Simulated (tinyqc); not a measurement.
Inside a calculation. Model: trench capacitor in an array: capacitance, non-linearity, leakage and relaxation.

Computed by the program tinyqc: `OMP_NUM_THREADS=1 python tinyqc.py 2102036 2102037 out.jsonl`, one thread of a shared Intel Xeon 2.30GHz, about 0.01 s for the whole run. Printed values are rounded.

A film between two metal electrodes, each interface adding a series capacitance ci. The small-signal permittivity is ek (1 + aq E^2); the field is found with the linear permittivity. Leakage J = J0 sinh(E/Ef). After a voltage step the film passes a relaxation current kr C V tt^(-nr), tt being the time in seconds. The sidewall is a coaxial capacitor with radii a = dm/2 - t and b = dm/2, depth AR dm; the end face is left out.

Inputs (values chosen for the exercise); permittivity of the order of that of silicon nitride:
- ek = 6.97 (relative permittivity of the film)
- t = 20 nm (film thickness)
- ci = 1000 uF/cm^2 (capacitance of each electrode interface (dead layer and screening))
- aq = 0.0029 cm^2/MV^2 (quadratic field coefficient of the permittivity)
- V = 1.9 V (bias)
- J0 = 4.2e-11 A/cm^2 (leakage prefactor)
- Ef = 0.26 MV/cm (field for an e-fold rise of the leakage)
- dm = 160 nm (diameter of the hole)
- AR = 10 (aspect ratio, depth over diameter)
- pt = 300 nm (pitch of the square array)
- rho = 290 uohm cm (resistivity of the inner electrode)

Constants: eps0 = 8.8541878128e-14 F/cm where lengths are in cm. Results are converted to the units shown.

## Planar capacitance, field and non-linearity

Planar film: Cf = eps0 ek/t, 1/C = 1/Cf + 2/ci, EOT = 3.9 eps0/C, effective permittivity C t/eps0, E = (V/t) C/Cf; quadratic coefficient [C(V)/C - 1]/V^2 with Cf (1 + aq E^2) in C(V).

Cf = 0.308568 uF/cm^2
C = 0.308378 uF/cm^2
EOT = 11.1977 nm
effective permittivity = 6.96570
E = 0.949414 MV/cm
quadratic coefficient = 723.658 ppm/V^2
J = 8.08711e-10 A/cm^2

The interfaces take 0.0617 % of the voltage.

## Cell capacitance, fields and time constant

Per length 1/c = ln(b/a)/(2 pi eps0 ek) + (1/a + 1/b)/(2 pi ci); cell capacitance c AR dm; per footprint over pt^2; fields c V/(2 pi eps0 ek r) at r = a and b; resistance of the inner electrode rho AR dm/(pi a^2); time constant R C/3 of the distributed line.

a = 60 nm
b = 80 nm
cell capacitance = 2.15525 fF
capacitance per footprint = 2.39472 uF/cm^2
field at a = 1.10006 MV/cm
field at b = 0.825048 MV/cm
R = 0.410266 kohm
R C/3 = 0.294741 ps

The array gives 7.77 times the planar capacitance per footprint; curvature makes the field at the inner electrode 1.16 times the planar value.
